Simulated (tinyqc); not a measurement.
## Barrier and mass from two temperatures

Problem. The saturation current of a Schottky diode is J0 = A* T^2 exp(-q phi/(kB T)) with a fixed barrier and A* = 4 pi q me m0 kB^2/h^3 (times 1e-4 for A/(cm^2 K^2)). Find phi, A* and me.

Constants: q = 1.602176634e-19 C, kB = 1.380649e-23 J/K, h = 6.62607015e-34 J s, m0 = 9.1093837015e-31 kg. Results are converted to the units shown.

J0 at 280 and 400 K (A/cm^2): 3.8716748e-5  0.13726512

Solution. The slope of ln(J0/T^2) against q/(kB T) is -phi and the intercept is ln A*.

phi = 0.600 eV
A* = 31.1 A/(cm^2 K^2)
me = 0.259 m0

Numbers from tinyqc (`OMP_NUM_THREADS=1 python tinyqc.py 2640005 2640006 out.jsonl`; about 0.01 s on one thread of a shared Intel Xeon 2.30GHz).
